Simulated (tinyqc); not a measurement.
Length of a molecular wire: coherent transport through a tight-binding bridge. Computed by the program tinyqc. T = Gamma_L Gamma_R |G_1n|^2 with the self-energies of semi-infinite chains.

A uniform bridge between two chains:
```
parameter                        value
site energy (eV)              0.360000
hopping in the bridge (eV)    0.810000
lead hopping (eV)             1.840000
couplings (eV)              0.77, 0.44
E (eV)                        0.170000
```

Transmission against length:
```
sites           T     ln T
2      2.0667e-01  -1.5766
3      4.2228e-01  -0.8621
5      3.0395e-01  -1.1909
6      3.2834e-01  -1.1137
7      2.3597e-01  -1.4441
8      4.6225e-01  -0.7717
9      1.9976e-01  -1.6106
10     6.4448e-01  -0.4393
```

Estimate the missing row, sites = 4.

Computed row:
```
sites           T     ln T
4      2.4957e-01  -1.3880
```

E lies inside the band of the bridge (|E - e|/2h = 0.117 < 1): T does not decay but oscillates with length, between 0.200 and 0.644 here, as levels of the bridge pass E.
